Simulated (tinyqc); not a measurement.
## MOS capacitor on a p-type substrate, surface potential from the exact charge relation: effect of the insulator thickness on threshold and swing

Uniform p-type substrate, Boltzmann statistics, full ionisation, classical densities. psi is the surface potential against the body (positive when the bands bend down) and u = psi/Vt. Traps are spread evenly over the gap and neutral at flat band, so their charge is -q Dit psi; the minority quasi-Fermi level is shifted by Vb.

ni = sqrt(Nc Nv) exp(-Eg/(2 Vt)), Eg in volts; phiF = Vt ln(N/ni); Cox = eps0 eox/tox; Vfb = phiM - chi - (Eg - Vt ln(Nv/N)) - q Nf/Cox; VT = Vfb + [(2 phiF + Vb)(1 + q Dit/Cox) + sqrt(2 eps0 eps_r q N (2 phiF + Vb))/Cox]. gamma = sqrt(2 eps0 eps_r q N)/Cox; Wm = sqrt(2 eps0 eps_r (2 phiF + Vb)/(q N)); m = 1 + (eps0 eps_r/Wm + q Dit)/Cox; swing m Vt ln 10; Cmin/Cox = 1/(1 + Cox Wm/(eps0 eps_r)).

Inputs (values chosen for the exercise); band and dielectric values close to those of germanium: temperature T = 250 K; band gap Eg = 0.664 eV; relative permittivity eps_r = 15.9; conduction-band density of states at T Nc = 7.91e18 cm^-3; valence-band density of states at T Nv = 4.5e18 cm^-3; electron affinity chi = 4.07 eV; acceptor density of the substrate N = 7.5e17 cm^-3; relative permittivity of the gate insulator (close to silicon nitride) eox = 7.41; gate work function phiM = 4.57 eV; fixed charge at the interface, in units of q Nf = 0 cm^-2; density of interface traps Dit = 0 cm^-2 eV^-1; reverse bias of the inversion layer against the body Vb = 0 V.

Constants: q = 1.602176634e-19 C, kB = 1.380649e-23 J/K, Vt = kB T/q, eps0 = 8.8541878128e-14 F/cm where lengths are in cm. Results are converted to the units shown.

The same in every row: Vfb (V) = -0.1254; 2 phiF (V) = 0.5746; Wm (nm) = 36.69.

Effect of the insulator thickness on threshold and swing:
```
tox (nm),gamma (V^0.5),VT (V),m,swing (mV/decade),Cmin/Cox
1.1,0.09752,0.5232,1.064,52.80,0.06044
1.6,0.1418,0.5568,1.094,54.25,0.08556
2.3,0.2039,0.6038,1.134,56.28,0.1186
3.4,0.3014,0.6777,1.199,59.47,0.1658
5.1,0.4521,0.7920,1.298,64.40,0.2297
7.6,0.6738,0.9600,1.444,71.65,0.3077
11,0.9752,1.189,1.643,81.51,0.3914
17,1.507,1.592,1.994,98.92,0.4985
```

As tox goes from 1.1 to 17, VT rises from 0.523 to 1.59 V, the swing rises from 52.8 to 98.9 mV/decade and Cmin/Cox rises from 0.0604 to 0.499. Vfb does not move. m - 1 goes as tox^(1.00), that is as 1/Cox.

tinyqc, about 0.01 s, one thread, Intel Xeon 2.30GHz (shared host): `OMP_NUM_THREADS=1 python tinyqc.py 2060046 2060047 out.jsonl`
